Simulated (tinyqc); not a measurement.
Worked calculation: RKS/LDA (VWN5) in the sto-6g basis, for H3-, spin multiplicity 1. The basis has no diffuse functions, so it cannot describe the extra electron: this is an exercise in the method, not the real anion. One step of it, computed by the program tinyqc.

Task: Iteration 1: building the Kohn-Sham matrix. J_ij = sum D_kl (ij|kl); F = H + J + V_xc; E = tr D H + tr D J / 2 + E_xc + E_nn.

D at the start:
```
          1H 1s     2H 1s     3H 1s
1H 1s  1.207492  0.118373  0.116834
2H 1s  0.118373  1.276933  0.053069
3H 1s  0.116834  0.053069  1.281979
```

core Hamiltonian H = T + V (hartree):
```
           1H 1s      2H 1s      3H 1s
1H 1s  -1.446880  -0.838066  -0.768112
2H 1s  -0.838066  -1.256137  -0.271695
3H 1s  -0.768112  -0.271695  -1.228231
```

Two-electron integrals (ij|kl) in chemists' order, unique and non-zero (hartree):
```
(11|11) 0.774999   (21|11) 0.298097   (21|21) 0.147871   (22|11) 0.469966
(22|21) 0.298097   (22|22) 0.774999   (31|11) 0.268827   (31|21) 0.102146
(31|22) 0.162529   (31|31) 0.123253   (32|11) 0.080822   (32|21) 0.037381
(32|22) 0.071388   (32|31) 0.034522   (32|32) 0.011448   (33|11) 0.448889
(33|21) 0.172496   (33|22) 0.281877   (33|31) 0.268827   (33|32) 0.071388
(33|33) 0.774999
```

nuclear repulsion = 1.28399301 hartree

V_xc (hartree):
```
           1H 1s      2H 1s      3H 1s
1H 1s  -0.489032  -0.217407  -0.196180
2H 1s  -0.217407  -0.470458  -0.059778
3H 1s  -0.196180  -0.059778  -0.466048
```

E_xc = sum of w rho eps_xc = -1.44770203 hartree

Give: Coulomb J; Kohn-Sham matrix F; total energy of this density.

Result:

Coulomb J (hartree):
```
        1H 1s   2H 1s   3H 1s
1H 1s  2.2534  1.0246  0.9334
2H 1s  1.0246  2.0346  0.2984
3H 1s  0.9334  0.2984  2.0067
```

Kohn-Sham matrix F (hartree):
```
         1H 1s    2H 1s    3H 1s
1H 1s   0.3174  -0.0309  -0.0309
2H 1s  -0.0309   0.3080  -0.0331
3H 1s  -0.0309  -0.0331   0.3125
```

total energy of this density = -1.304162 hartree

This density is the starting one; it is not idempotent, so its energy is not variational and may lie below the converged one.
